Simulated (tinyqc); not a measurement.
Interband optics of a two-band s-p chain from momentum matrix elements: one step. Transitions on the mesh. Three cases, with inputs chosen for the exercise.

Question. At each k_j = (j + 1/2)/N (2 pi/a) up to the zone edge give D = Ec - Ev, w = |<c|W|v>|^2 and f = w/(c D), c = hbar^2/2m0; the other half of the zone repeats the values.

H(k) = [[Es - 2 ts cos ka, 2i V sin ka], [-2i V sin ka, Ep_ + 2 tp cos ka]] in the basis s, p; the lower band is full, with two electrons a cell. The velocity operator times hbar is W = dH/dk (eV angstrom); intra-atomic dipoles are left out.

Constants: hbar^2/2m0 = 3.80998211 eV angstrom^2.

Give: Transitions.

Case 1.

Values chosen:
- a = 4 angstrom (period)
- Es = 3.6 eV (upper orbital (s))
- Ep_ = -2.8 eV (lower orbital (p))
- ts = 0.56 eV (s-s hopping)
- tp = 0.29 eV (p-p hopping)
- V = 1.45 eV (s-p hopping)
- N = 10 (k points)

Answer.

Transitions:
```
k (2 pi/a)  D (eV)  w (eV^2 angstrom^2)      f
0.0500      5.1080               99.245  5.100
0.1500      7.1544               11.176  0.410
0.2500      8.6371                5.213  0.158
0.3500      8.7616               52.290  1.566
0.4500      8.2147              120.905  3.863
```

D runs from 5.108 to 8.762 eV on the mesh; f is largest at k = 0.0500.

Case 2.

Values chosen:
- a = 2.35 angstrom (period)
- Es = 3.41 eV (upper orbital (s))
- Ep_ = -3.81 eV (lower orbital (p))
- ts = 0.22 eV (s-s hopping)
- tp = 0.65 eV (p-p hopping)
- V = 0.81 eV (s-p hopping)
- N = 8 (k points)

Answer.

Transitions:
```
k (2 pi/a)  D (eV)  w (eV^2 angstrom^2)      f
0.0625      5.7478               10.664  0.487
0.1875      7.2053                0.292  0.011
0.3125      8.4349                4.131  0.129
0.4375      8.9142               12.901  0.380
```

D runs from 5.748 to 8.914 eV on the mesh; f is largest at k = 0.0625.

Case 3.

Values chosen:
- a = 2.9 angstrom (period)
- Es = 2.7 eV (upper orbital (s))
- Ep_ = -1.65 eV (lower orbital (p))
- ts = 0.65 eV (s-s hopping)
- tp = 0.64 eV (p-p hopping)
- V = 0.62 eV (s-p hopping)
- N = 6 (k points)

Answer.

Transitions:
```
k (2 pi/a)  D (eV)  w (eV^2 angstrom^2)      f
0.0833      2.4523                3.031  0.324
0.2500      5.0073                3.433  0.180
0.4167      6.7001               11.605  0.455
```

D runs from 2.452 to 6.700 eV on the mesh; f is largest at k = 0.4167.

Computed by tinyqc, one run a case: `OMP_NUM_THREADS=1 python tinyqc.py N N+1 out.jsonl` with N = 1651684, 1651745, 1651885; one thread of a shared Intel(R) Xeon(R) Processor @ 2.30GHz, about 0.01 s a run at most.
